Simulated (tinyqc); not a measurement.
Plane-wave Kohn-Sham cycle with exchange-only LDA in a layered model solid, step by step. One step of it, computed by the program tinyqc.

Question. Iteration 1: levels at that k. Diagonalise the Hermitian matrix.

H (hartree), order -2, -1, +0, +1, +2:
$$\begin{pmatrix}
0.161972 & -0.330000 & 0.000000 & 0.000000 & 0.000000 \\
-0.330000 & -0.069347 & -0.330000 & 0.000000 & 0.000000 \\
0.000000 & -0.330000 & -0.146453 & -0.330000 & 0.000000 \\
0.000000 & 0.000000 & -0.330000 & -0.069347 & -0.330000 \\
0.000000 & 0.000000 & 0.000000 & -0.330000 & 0.161972
\end{pmatrix}$$

Give: eigenvalues.

Answer.

eigenvalues (hartree): [-0.6431, -0.3034, 0.0511, 0.3960, 0.5382]
